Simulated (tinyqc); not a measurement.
Space-charge-limited current with shallow traps: one step of the calculation.

One carrier type, drift only, an injecting contact at x = 0 (zero field) and thickness L. The share th = y/(1 + y), y = (Nc/Nt) exp(-Et/kB T), of the injected charge is free: J = q mu n F, eps0 eps_r dF/dx = q (n - n0)/th.

Problem. Limits and characteristic voltages. Ohmic J = q n0 mu V/L; Mott-Gurney J = (9/8) th eps0 eps_r mu V^2/L^3; they cross at Vx = 8 q n0 L^2/(9 th eps0 eps_r); traps fill at V_TFL = q Nt L^2/(2 eps0 eps_r).

Parameters, values chosen for the exercise:
```
symbol,value,unit,meaning
T,350,K,temperature
eps_r,5.8,,relative permittivity
mu,6.1,cm^2/(V s),mobility
L,3400,nm,thickness
Nc,6.5e19,cm^-3,band density of states
Nt,7.9e15,cm^-3,trap density
Et,0.54,eV,trap depth
n0,6.8e9,cm^-3,free carrier density in equilibrium
V,5.3,V,voltage
```

Constants: q = 1.602176634e-19 C, kB = 1.380649e-23 J/K, Vt = kB T/q, eps0 = 8.8541878128e-14 F/cm where lengths are in cm. Results are converted to the units shown.

Wanted: th; ohmic J; Mott-Gurney J; Vx; V_TFL.

Solution.

th = 1.3790e-4
ohmic J = 1.0360e-4 A/cm^2
Mott-Gurney J = 3.4733e-4 A/cm^2
Vx = 1.5808 V
V_TFL = 142.46 V

Range of the model: Diffusion and a field-dependent mobility are left out. With injecting contacts the diffusion current, about 4 pi^2 Vt th eps0 eps_r mu V/L^3, equals the Mott-Gurney current at V = 35 kB T/q (0.9 V at 300 K), so the drift-only result needs V well above that.

Numbers from tinyqc (`OMP_NUM_THREADS=1 python tinyqc.py 2370146 2370147 out.jsonl`; about 0.01 s on one thread of a shared Intel Xeon 2.30GHz).
